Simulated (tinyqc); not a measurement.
Comparisons within one model: parabolic quantum dot in a magnetic field (Fock-Darwin). A value that a table varies takes the place of the one given here.

Two dimensions, V = m w0^2 r^2/2, one valley. hbar wc = 2 muB B/m, W = sqrt(w0^2 + wc^2/4), E(n, l, s) = (2n + |l| + 1) hbar W - l hbar wc/2 + s gs muB B, n = 0, 1, ..., l = 0, +/-1, ..., s = +/-1/2; length lam = sqrt(2c/(m hbar W)), c = hbar^2/2m0.

Two electrons, first order in the Coulomb energy: the singlet (0,0)^2 has 2W + J0 and the lowest triplet (0,0)(0,1) has 3W - wc/2 + J0/2 - Ez, with J0 = sqrt(pi/2) q/(eps lam), q = e^2/(4 pi eps0), Ez = |gs| muB B.

Exact treatment: the centre of mass separates with energy W, and the relative motion obeys [-(2c/m) Laplacian + (2c/m) r^2/(2 lam^2)^2 + q/(eps r)] psi = e_l psi for angular number l, solved in 14 Gaussians r^l exp(-a r^2), a = 1.7^i/(4 lam^2), i = -3 to 10. E(S) = W + e_0, E(T) = W + e_1 - wc/2 - Ez.

Constants: muB = 5.788381798e-05 eV/T; hbar^2/2m0 = 3.80998211 eV angstrom^2; e^2/(4 pi eps0) = 14.39964547 eV angstrom.

Values chosen for the exercise (near those of a gate-defined dot in GaAs; not measured data):

| symbol | value | unit | meaning |
|---|---|---|---|
| m | 0.0654 | m0 | mass |
| gs | -0.45 |  | g factor |
| w0 | 4.8 | meV | confinement energy hbar w0 |
| Bs | (0, 0.68, 1.4, 2.2, 3.3, 4.9, 7.1) | T | fields |
| eps | 12.9 |  | dielectric constant |
| B | 0.88 | T | magnetic field |

## Levels against field

Six orbital levels without the Zeeman term.

Levels (meV):

| B (T) | (0,0) | (0,1) | (0,-1) | (0,2) | (1,0) | (0,3) |
|---|---|---|---|---|---|---|
| 0 | 4.800 | 9.600 | 9.600 | 14.400 | 14.400 | 19.200 |
| 0.68 | 4.838 | 9.073 | 10.277 | 13.309 | 14.513 | 17.545 |
| 1.4 | 4.957 | 8.676 | 11.154 | 12.394 | 14.872 | 16.112 |
| 2.2 | 5.180 | 8.413 | 12.307 | 11.645 | 15.540 | 14.878 |
| 3.3 | 5.619 | 8.317 | 14.158 | 11.015 | 16.856 | 13.713 |
| 4.9 | 6.469 | 8.601 | 17.275 | 10.733 | 19.407 | 12.866 |
| 7.1 | 7.908 | 9.531 | 22.099 | 11.155 | 23.723 | 12.778 |

(0,2) crosses (0,-1) where W = 3 wc/2, that is wc = w0/sqrt(2), B = 1.92 T, and (0,3) crosses it at W = wc, B = 3.13 T. States with n = 0 and l >= 0 draw together into the lowest Landau level: their spacing W - wc/2 shrinks from 4.80 to 1.62 meV, while (0,-1) climbs to 14.19 meV above (0,0).

## Singlet against triplet in a field

For each field, first order and exact.

Energies (meV):

| B (T) | J0 | W - wc/2 | Ez | E(T) - E(S), first order | exact |
|---|---|---|---|---|---|
| 0 | 8.980 | 4.800 | 0.000 | 0.310 | 2.37 |
| 0.68 | 9.015 | 4.236 | 0.018 | -0.289 | 1.78 |
| 1.4 | 9.126 | 3.718 | 0.036 | -0.881 | 1.20 |
| 2.2 | 9.328 | 3.233 | 0.057 | -1.489 | 0.61 |
| 3.3 | 9.715 | 2.698 | 0.086 | -2.246 | -0.12 |
| 4.9 | 10.424 | 2.132 | 0.128 | -3.208 | -1.02 |
| 7.1 | 11.525 | 1.624 | 0.185 | -4.324 | -2.05 |

Exactly, the triplet drops below the singlet between 2.2 and 3.3 T. First order puts the crossing between 0 and 0.68 T; with J0/W = 1.87 at zero field it misses the splitting there by 2.06 meV. From the first row to the last the orbital cost falls by 3.18 meV, the Coulomb gain J0/2 (half direct, half exchange) grows by 1.27 meV and the Zeeman gain by 0.18 meV. States of higher angular number, which take over at higher fields, in soft dots already within such a table, are left out.

## What each parameter does

The two modes W +/- wc/2, lam and the exact E(T) - E(S), with q = e^2/(4 pi eps0) and Ez = |gs| muB B. Each row changes one parameter from the base and keeps the others.

Results:

| case | upper mode (meV) | lower mode (meV) | lam (angstrom) | E(T) - E(S) (meV) |
|---|---|---|---|---|
| base | 5.642 | 4.084 | 154.8 | 1.61 |
| B = 1.32 T | 6.108 | 3.772 | 153.6 | 1.26 |
| w0 = 6 meV | 6.829 | 5.271 | 138.8 | 2.37 |
| m = 0.0752 m0 | 5.525 | 4.170 | 144.6 | 1.62 |
| gs = -0.68 | 5.642 | 4.084 | 154.8 | 1.60 |
| eps = 11 | 5.642 | 4.084 | 154.8 | 1.41 |

The largest shifts from the base row, up to three for each result and ties (the steps differ in size, so this ranks the rows, not the parameters). upper mode (meV): w0 +1.188, B +0.467, m -0.117; unchanged at the printed digits by gs and eps. lower mode (meV): w0 +1.188, B -0.312, m +0.086; unchanged at the printed digits by gs and eps. lam (angstrom): w0 -16.0, m -10.2, B -1.2; unchanged at the printed digits by gs and eps. E(T) - E(S) (meV): w0 +0.76, B -0.35, eps -0.20.

Run: tinyqc, `OMP_NUM_THREADS=1 python tinyqc.py 1250230 1250231 out.jsonl`; Intel(R) Xeon(R) Processor @ 2.30GHz, one thread, shared host; about 0.04 s of CPU time with all checks.
